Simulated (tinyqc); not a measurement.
Worked calculation: Landau levels of a non-parabolic (Kane) conduction band at kz = 0. Values are carried at full precision from step to step, so a last printed digit may differ when a step is redone from the rounded ones.

In a field B along z: l = 1/sqrt((e/hbar) B) is the magnetic length, n_B = B/(h/e) the number of states per area in one level, hbar wc = 2 muB B/m for mass m in m0; 1/angstrom^2 = 1e16/cm^2.

Constants: e/hbar = 1.519267448e-05 1/(T angstrom^2); h/e = 413566.7697 T angstrom^2; muB = 5.788381798e-05 eV/T; e^2/h = 3.874045865e-05 S.

Values chosen for the exercise (near those of GaSb; the results hold for these values, not for the real material): B = 12.1 T (magnetic field); n = 1.6 x 1e11/cm^2 (electron sheet density); Eg = 0.809 eV (gap); Dso = 0.765 eV (spin-orbit splitting); Ep = 27 eV (Kane energy).

## Scales set by the field

Give l, n_B and the filling factor nu = n/n_B.

l = 73.75 angstrom
n_B = 2.9258 x 1e11/cm^2
nu = 0.547

## The lowest levels

Three-level Kane model: E = (N + 1/2) 2 muB B/m(E) + s g(E) muB B, s = +/-1/2, with 1/m(E) = 1 + (Ep/3)(2/(E + Eg) + 1/(E + Eg + Dso)) and g(E) = 2 - (2 Ep/3)(1/(E + Eg) - 1/(E + Eg + Dso)); E from the band edge, solved self-consistently; remote bands are left out, and so is the confinement energy of a real sheet, which raises m and lowers |g|.

List the eight lowest, in meV, with the gap to the next.

Levels:
```
label  E (meV)  gap above (meV)
0+      16.957            5.780
0-      22.736           32.034
1+      54.771            5.129
1-      59.899           30.135
2+      90.034            4.611
2-      94.645           28.575
3+     123.220            4.187
3-     127.406           27.263
```

The largest of these gaps, 32.03 meV, first occurs above level 0- and is kB T at 372 K.

## Where EF lies

Each listed level takes n_B electrons. At zero temperature and without broadening EF sits in the partly filled level.

Fill the listed levels in order up to nu; give the partly filled level, its energy and its filled share.

level: 0+

EF = 16.957 meV
filled share = 0.547

## Fields of the Hall plateaus

A plateau is centred where nu = n/n_B equals 1, 2, 3, 4, 5, 6; there rho_xy = h/(nu e^2).

Plateaus:
```
nu  B (T)  1/B (1/T)  rho_xy (kohm)
1   6.617     0.1511        25.8128
2   3.309     0.3022        12.9064
3   2.206     0.4534         8.6043
4   1.654     0.6045         6.4532
5   1.323     0.7556         5.1626
6   1.103     0.9067         4.3021
```

The order of the levels can change with B, but these counts hold wherever the levels are resolved.

## Checks

- Mean of the two lowest levels at 1e-4 T against muB B/m(0), as a ratio: both 1.0000.

tinyqc: `OMP_NUM_THREADS=1 python tinyqc.py 1250146 1250147 out.jsonl`; about 0.06 s, one thread, shared Intel(R) Xeon(R) Processor @ 2.30GHz.
